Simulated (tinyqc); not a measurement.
# Changing the temperature T

Model: competing polymorphs of an oxide film: bulk, surface, grain-boundary, dopant and field terms. Computed by tinyqc, a small Python program. Command: `OMP_NUM_THREADS=1 python tinyqc.py 3013962 3013963 out.jsonl polymorph sweep`. One thread of a shared host (Intel(R) Xeon(R) Processor @ 2.30GHz), about 0.01 s of CPU time with the checks.

Phases: monoclinic m (reference), polar orthorhombic o, tetragonal t. Free energies per formula unit (f.u.); 1 J/m^2 x angstrom^3/nm = 6.241509 meV.

Inputs (values chosen for the exercise, for a model oxide): energy of the polar phase o over m = 62.2 meV/f.u.; energy of the tetragonal phase t over m = 128 meV/f.u.; entropy of o over m = 0.0031 meV/(f.u. K); entropy of t over m = 0.068 meV/(f.u. K); surface energy of m = 3.15 J/m^2; surface energy of o = 2.85 J/m^2; surface energy of t = 2.65 J/m^2; grain-boundary energy over surface energy = 0.54; volume per formula unit Omega = 34.3 angstrom^3; film thickness h = 21 nm; grain radius R = 24 nm; dopant content x = 2 %; shift of o per % of dopant = -5.4 meV/f.u.; shift of t per % of dopant = -14 meV/f.u.; width sigma of ln R = 0.36; interlayer thickness (SiO2) = 0.5 nm.

Geometry: columnar grains in a film.

permittivities of m, o, t: [19, 25, 35]

Method:
- Bulk term b = H - T S + (shift) x, zero for m. The undoped bulk turns from m to t at T = H_t/S_t.
- Area per volume: A = 2/h + f_b/R (two free faces; the side wall 2/R is shared by two grains and carries f_b gamma); G = b + gamma Omega A.
- With G = b + gamma Omega A (b the bulk free energy per formula unit, A the area per volume), two phases i, j cross at A_ij = (b_j - b_i)/(Omega (gamma_i - gamma_j)); o has a window only if A_mo < A_ot.
- Grain radii are log-normal by volume with median R and width sigma; the share with A above A* is that with radius below R*, R* = f_b/(A* - 2/h) (all grains if A* <= 2/h), share = (1/2) erfc[-ln(R*/R)/(sqrt 2 sigma)]. Effective permittivity of a layer of thickness h built of such grains, taken in parallel: sum of share x eps; EOT = interlayer + 3.9 h/eps.

One run for each value:
```
temperature T (K)  G(o) - G(m) (meV/f.u.)  G(t) - G(o) (meV/f.u.)  share of o  A_ot (1/nm)
200                                43.218                  30.579           0      0.83192
350                                42.753                  20.844           0      0.60455
500                                42.288                  11.109           0      0.37719
650                                41.823                   1.374           0      0.14982
800                                41.358                  -8.361           0     -0.07754
950                                40.893                 -18.096           0     -0.30490
1100                               40.428                 -27.831           0     -0.53227
1250                               39.963                 -37.566           0     -0.75963
1400                               39.498                 -47.301           0     -0.98700
```

Describe and explain the trends.

Over the rows, G(o) - G(m) (meV/f.u.) falls from 43.2 to 39.5; G(t) - G(o) (meV/f.u.) falls from 30.6 to -47.3; share of o does not change. G(t) - G(o) falls by 0.065 meV per kelvin, the entropy excess of t over o, and changes sign between 650 and 800 K: of these two phases t is the lower when hot and o when cold.

Caution (all rows): this is an equilibrium ranking; real films often keep the phase that nucleates first on cooling from t.

Extremes, crossings and ranges named in words are read from the listed rows.
